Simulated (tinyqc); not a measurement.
Two-diode model of a solar cell: one step of the calculation.

J is the current delivered and Vj = V + J Rs the junction voltage. J = X JL - J01 (exp(Vj/(n1 Vt)) - 1) - J02 (exp(Vj/(2 Vt)) - 1) - Vj/Rp. The photocurrent does not depend on voltage.

Task. New Vj. Maximum power: dP/dVj = f = J (1 + 2 Rs G) - G Vj = 0. G = -dJ/dVj = J01 exp(Vj/(n1 Vt))/(n1 Vt) + J02 exp(Vj/(2 Vt))/(2 Vt) + 1/Rp. H = dG/dVj; f' = -2 G - 2 Rs G^2 + (2 Rs J - Vj) H; Vj(new) = Vj - f/f'.

Values chosen for this exercise; values of the order met in cells of silicon:
- T = 348 K (temperature)
- JL = 33 mA/cm^2 (photocurrent at one sun)
- X = 1 suns (concentration)
- J01 = 2.2e-11 A/cm^2 (saturation current of the first diode)
- n1 = 1 (ideality factor of the first diode)
- Rs = 0 ohm cm^2 (series resistance)
- Rp = 400 ohm cm^2 (shunt resistance)
- J02 = 4.8e-8 A/cm^2 (saturation current of the second diode (ideality 2))

Constants: q = 1.602176634e-19 C, kB = 1.380649e-23 J/K, Vt = kB T/q. Results are converted to the units shown.

Vj after iteration 1 = 0.55077102 V

Give: J; G; H; f; f'; Vj after iteration 2.

Result.

J = 29.073 mA/cm^2
G = 0.079759 S/cm^2
H = 2.4465 S/(cm^2 V)
f = -14.856 mA/cm^2
f' = -1.5070 S/cm^2
Vj after iteration 2 = 0.54091 V

Numbers from tinyqc (`OMP_NUM_THREADS=1 python tinyqc.py 2280006 2280007 out.jsonl`; about 0.01 s on one thread of a shared Intel Xeon 2.30GHz).
